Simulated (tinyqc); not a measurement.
Hexagonal on-chip spiral inductor, lumped pi model: two steps of the calculation.

Outer diameter do = di + 2 n wd + 2 (n - 1) sp, mean da = (do + di)/2, fill p = (do - di)/(do + di), length l = 3.464 n da. L = 2.33 mu0 n^2 da/(1 + 3.82 p), mu0 = 4 pi 1e-7 H/m. Rs = rho l/(wd delta (1 - exp(-th/delta))), delta = sqrt(rho/(pi f mu0)). Cs = n wd^2 eps0 eo/hu across the coil. At each end Cox = l wd eps0 eo/(2 ho) leads to the substrate branch Rsi = 2 rs he/(l wd) in parallel with Csi = l wd eps0 11.7/(2 he). With one end grounded Y = 1/(Rs + i w L) + i w Cs + 1/[1/(i w Cox) + 1/(1/Rsi + i w Csi)], w = 2 pi f; Q = -Im Y/Re Y. Eddy currents in neighbouring turns and in the substrate are left out.

Values chosen for this exercise; values of the order met in silicon radio-frequency processes: number of turns n = 3.5; line width wd = 4 um; space between turns sp = 2 um; inner diameter di = 140 um; metal thickness th = 3.4 um; metal resistivity rho = 1.9 uohm cm; oxide below the coil ho = 7.3 um; oxide between coil and underpass hu = 1.3 um; relative permittivity of the oxide eo = 4.1; substrate resistivity rs = 1000 ohm cm; effective spreading depth in the substrate he = 50 um; frequency f = 2.6 GHz.

Constants: eps0 = 8.8541878128e-12 F/m. Results are converted to the units shown.

Problem 1. Geometry and model elements. do, l, L, delta, Rs, Cs, Cox, Rsi and Csi as defined.

Find: do; l; L; delta; Rs; Cs; Cox; Rsi; Csi.

Solution 1.

do = 178.0 um
l = 1928 um
L = 3.916 nH
delta = 1.361 um
Rs = 7.333 ohm
Cs = 1.564 fF
Cox = 19.17 fF
Rsi = 1.297e5 ohm
Csi = 7.988 fF

Problem 2. Admittance, quality factor and apparent inductance. Series branch 1/(Rs + i w L), substrate branch, total Y, Q = -Im Y/Re Y, apparent inductance Im(1/Y)/w, metal-only value w L/Rs, share of the loss in the substrate Re(substrate branch)/Re Y.

L = 3.9155707 nH
Rs = 7.3326720 ohm
Cs = 1.5637858 fF
Cox = 19.172678 fF
Rsi = 1.2968715e5 ohm
Csi = 7.9879923 fF

Wanted: series branch; substrate branch; Y; Q; apparent inductance; w L/Rs; share of the loss in the substrate.

Solution 2.

series branch = 1.769-15.431i mS
substrate branch = 0.003841+0.092182i mS
Y = 1.773-15.313i mS
Q = 8.6381
apparent inductance = 3.9447 nH
w L/Rs = 8.7234
share of the loss in the substrate = 0.21668 %

Q is 99.0 % of the metal-only value.

tinyqc, about 0.01 s, one thread, Intel Xeon 2.30GHz (shared host): `OMP_NUM_THREADS=1 python tinyqc.py 2302174 2302175 out.jsonl`
